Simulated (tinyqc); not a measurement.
## Strained Delta valleys, repopulation and conductivity mass: mobility against stress

A cubic crystal with three pairs of conduction valleys along x, y and z under uniaxial stress X along [001] (X > 0 is tension); current along [110]. Non-degenerate electrons, fixed total density, one relaxation time for all valleys and stresses, masses unchanged by strain, so the mobility goes as the mean inverse mass.

Stress s_ij = X a_i a_j with a the unit vector along [001]; strain e_ii = s11 s_ii + s12 (s_jj + s_kk), e_ij = s44 s_ij/2. Valley shift dE = Xu (n.e.n - trace(e)/3) with n the valley axis; share f proportional to exp(-dE/Vt). Inverse mass along the current d = [110]: (n.d)^2/ml + (1 - (n.d)^2)/mt; mu/mu0 = sum f (1/m) over the plain mean of 1/m. The linear estimate is 1 - pi X with pi the small-stress slope -d(mu/mu0)/dX.

Parameters, values chosen for the exercise; values close to those of silicon:

| symbol | value | unit | meaning |
|---|---|---|---|
| T | 293 | K | temperature |
| s11 | 7.82 | 1/TPa | compliance |
| s12 | -2.13 | 1/TPa | compliance |
| s44 | 12.4 | 1/TPa | compliance |
| Xu | 8.84 | eV | shear deformation potential |
| ml | 0.934 | m0 | longitudinal mass |
| mt | 0.186 | m0 | transverse mass |

Constants: q = 1.602176634e-19 C, kB = 1.380649e-23 J/K, Vt = kB T/q. Results are converted to the units shown.

Result of one run:

| X (MPa) | splitting (meV) | largest share | mu/mu0 | linear estimate |
|---|---|---|---|---|
| -700 | 61.571 | 0.85137 | 1.2830 | 1.2960 |

What becomes of these results when the uniaxial stress (tension positive) X is changed from -700 to -2500 MPa, all else the same?

Result of the changed run:

| X (MPa) | splitting (meV) | largest share | mu/mu0 | linear estimate |
|---|---|---|---|---|
| -2500 | 219.90 | 0.99967 | 1.3640 | 2.0572 |

The whole series:

| X (MPa) | splitting (meV) | largest share | mu/mu0 | linear estimate |
|---|---|---|---|---|
| -25 | 2.1989 | 0.35296 | 1.0107 | 1.0106 |
| -50 | 4.3979 | 0.37309 | 1.0217 | 1.0211 |
| -100 | 8.7958 | 0.41465 | 1.0444 | 1.0423 |
| -200 | 17.592 | 0.50090 | 1.0915 | 1.0846 |
| -400 | 35.183 | 0.66826 | 1.1830 | 1.1692 |
| -700 | 61.571 | 0.85137 | 1.2830 | 1.2960 |
| -1000 | 87.958 | 0.94216 | 1.3326 | 1.4229 |
| -1500 | 131.94 | 0.98936 | 1.3584 | 1.6343 |
| -2500 | 219.90 | 0.99967 | 1.3640 | 2.0572 |

The ratio mu/mu0 rises from 1.01 to 1.36; pi = 42.3e-11 1/Pa. The linear estimate of the change is 0.9861 times the computed change in the first row and 2.90 times it in the last: once the splitting is several Vt (Vt = 25.2 meV) the upper valleys are nearly empty and little is left to move. At X = -2500 MPa the stress passes 1.5 GPa, where intervalley scattering and masses change too.

tinyqc, about 0.01 s, one thread, Intel Xeon 2.30GHz (shared host): `OMP_NUM_THREADS=1 python tinyqc.py 2530055 2530056 out.jsonl`
